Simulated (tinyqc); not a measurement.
# One electron in a tunnel-coupled double dot: charge qubit, sensing and quantum capacitance: line shape against detuning

Basis (left, right), H = [[ep/2, tc], [tc, -ep/2]], splitting Om = sqrt(ep^2 + 4 tc^2), ep = al times the gate voltage. In equilibrium the electron is on the right with the chance P_R = [1 + (ep/Om) tanh(Om/2 kB T)]/2.

q^2 al^2 dP_R/d(ep) splits into Cq = q^2 al^2 (2 tc^2/Om^3) tanh(Om/2 kB T) and Ct = q^2 al^2 (ep/Om)^2/(4 kB T cosh^2(Om/2 kB T)); Ct appears only if relaxation is faster than the drive. A resonator of frequency f0, capacitance Cp and quality factor Q shifts by df = -f0 Cq/(2 Cp) and its phase by -2 Q Cq/Cp. A Ct of 0 means below 1e-6 aF.

Values chosen for this exercise:
```
symbol,value,unit,meaning
tc,4.1,ueV,tunnel coupling
T,0.15,K,electron temperature
al,0.51,eV/V,lever arm of the gate on the detuning
```

Constants: q = 1.602176634e-19 C, kB = 1.380649e-23 J/K, Vt = kB T/q. Results are converted to the units shown.

Line shape against detuning:

| ep (ueV) | Om (ueV) | P_R | Cq (aF) | Ct (aF) |
|---|---|---|---|---|
| 0 | 8.2000 | 0.50000 | 780.00 | 0 |
| 9 | 12.175 | 0.66225 | 340.76 | 355.53 |
| 18.1 | 19.871 | 0.79428 | 115.38 | 389.54 |
| 27.1 | 28.313 | 0.88227 | 49.305 | 267.27 |
| 36.2 | 37.117 | 0.93539 | 24.462 | 155.50 |
| 45.2 | 45.938 | 0.96460 | 13.648 | 84.407 |
| 54.3 | 54.916 | 0.98047 | 8.2215 | 43.771 |
| 63.3 | 63.829 | 0.98880 | 5.3109 | 22.408 |
| 72.4 | 72.863 | 0.99329 | 3.5961 | 11.264 |
| 81.4 | 81.812 | 0.99571 | 2.5495 | 5.6714 |
| 90.5 | 90.871 | 0.99708 | 1.8638 | 2.8245 |

Cq falls from 780 to 1.86 aF, and Ct goes from 0 through a maximum of 390 (at ep = 18.1 ueV among the rows listed) to 2.82 aF. Among the rows listed Ct reaches at most 49.9 % of the peak of Cq, with tc/kB T = 0.32: heat populates the upper level, lowers Cq and adds side lobes.

Numbers from tinyqc (`OMP_NUM_THREADS=1 python tinyqc.py 2470021 2470022 out.jsonl`; about 0.01 s on one thread of a shared Intel Xeon 2.30GHz).
